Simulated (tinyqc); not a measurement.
The solidus: solid solubility of a dopant against its melt (retrograde solidus), clustering and the electrically active fraction. Computed by tinyqc, a small Python program. Command: `OMP_NUM_THREADS=1 python tinyqc.py 3014941 3014942 out.jsonl retro walk`. One thread of a shared host (Intel(R) Xeon(R) Processor @ 2.30GHz), about 0.01 s of CPU time with the checks.

Inputs (values chosen for the exercise, of the order of those of gallium in silicon for the solubility):
```
quantity,value,unit
melting point of the host T_m,1687,K
heat of melting of the host H_f,50.2,kJ/mol
interaction L of the melt,2.8,kJ/mol
enthalpy of transfer from melt to solid H,0.636,eV
entropy of transfer S,-0.52,k_B
site density N0,5e+22,1/cm^3
```

Constants: R = 8.314462618 J/(mol K); k_B = 8.617333262e-05 eV/K; e = 1.602176634e-19 C; N_A = 6.02214076e+23 1/mol.

Method. x_l and x_s are atom fractions of the dopant in melt and solid; the solid is dilute. Liquidus of the host: R T ln(1 - x_l) + L x_l^2 = -H_f (1 - T/T_m). Distribution: k = x_s/x_l = exp[L (1 - x_l)^2/(R T)] exp(S/k_B - H/(k_B T)), the first factor being the activity coefficient in the melt. Solubility = x_s N0; at T_m x_l = 0. The largest x_s N0 between 900 K and T_m. For an ideal melt with constant heats the maximum has x_l = H_f/(H + H_f), H in the same units.

largest solubility = 9.20583e+19 1/cm^3

temperature of the maximum = 1458.36 K

Against temperature:
```
T (K),x_l,k,solubility (1/cm^3),over the maximum
1000,0.93633,0.0003711,1.7372e+19,0.18871
1100,0.88337,0.0007279,3.2150e+19,0.34923
1200,0.80491,0.0012815,5.1575e+19,0.56024
1300,0.69606,0.0020842,7.2538e+19,0.78795
1400,0.55404,0.0032022,8.8706e+19,0.96359
1500,0.38039,0.0047286,8.9935e+19,0.97694
1580,0.22355,0.0063285,7.0737e+19,0.76839
1640,0.09931,0.0077994,3.8727e+19,0.42068
1675,0.02544,0.0087798,1.1168e+19,0.12132
```

What follows from these numbers?

Between the first rows the Arrhenius energy of the solubility is 0.58 eV, against H = 0.636 eV; it shrinks to zero at 1458 K and turns negative beyond. A crystal saturated at the maximum precipitates dopant-rich liquid on cooling and on heating alike. Below a eutectic or compound temperature another phase would set the limit.

Extremes, crossings and ranges named in words are read from the listed rows.
